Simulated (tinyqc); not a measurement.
Size effects in the resistivity of thin metal films and interconnect lines: one step, computed by the program tinyqc. Command: `OMP_NUM_THREADS=1 python tinyqc.py 3011344 3011345 out.jsonl size walk`. One thread of a shared host (Intel(R) Xeon(R) Processor @ 2.30GHz), about 0.01 s of CPU time with the checks.

Electrons lose their drift at surfaces (a share 1 - p of the hits) and at grain boundaries (reflection R), besides bulk scattering. The line sits in a trench with a non-conducting liner on both walls and the bottom; the spacing equals the drawn width.

Problem. Grain boundaries. Mayadas-Shatzkes: alpha = (lambda/D) R/(1 - R); rho_b/rho = 1 - 3 alpha/2 + 3 alpha^2 - 3 alpha^3 ln(1 + 1/alpha).

Inputs (values chosen for the exercise, modelled on platinum): bulk mean free path lambda = 7.37 nm; grain-boundary reflection R = 0.51.

Geometry: line.

grain size D = 13.42 nm

Give: alpha; rho/rho_b from grains.

Solution.

alpha = 0.57160

rho/rho_b from grains = 1.7982

The linear estimate 1 + 3 alpha/2 gives 1.857, 3 % high; at large alpha the slope is 4/3.
